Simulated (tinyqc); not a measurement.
Worked calculation: Jacobi rotations on a symmetric matrix. One step of it, computed by the program tinyqc.

Task: Jacobi rotation 2. Take the largest off-diagonal element A_pq; tan 2 theta = 2 A_pq / (A_qq - A_pp) with |theta| <= pi/4; A' = J^T A J with J_pp = J_qq = cos, J_pq = sin, J_qp = -sin.

A':
```
           1          2          3          4
1   1.410000   0.528690  -0.125063  -0.265000
2   0.528690   1.130011   0.000000  -0.383806
3  -0.125063   0.000000   2.828989  -0.568399
4  -0.265000  -0.383806  -0.568399   2.367000
```

Give: p, q, theta; A'.

Result:

p, q, theta (rad): 3.0000  4.0000  0.5924

A':
```
         1        2       3        4
1   1.4100   0.5287  0.0442  -0.2897
2   0.5287   1.1300  0.2143  -0.3184
3   0.0442   0.2143  3.2115   0.0000
4  -0.2897  -0.3184  0.0000   1.9845
```
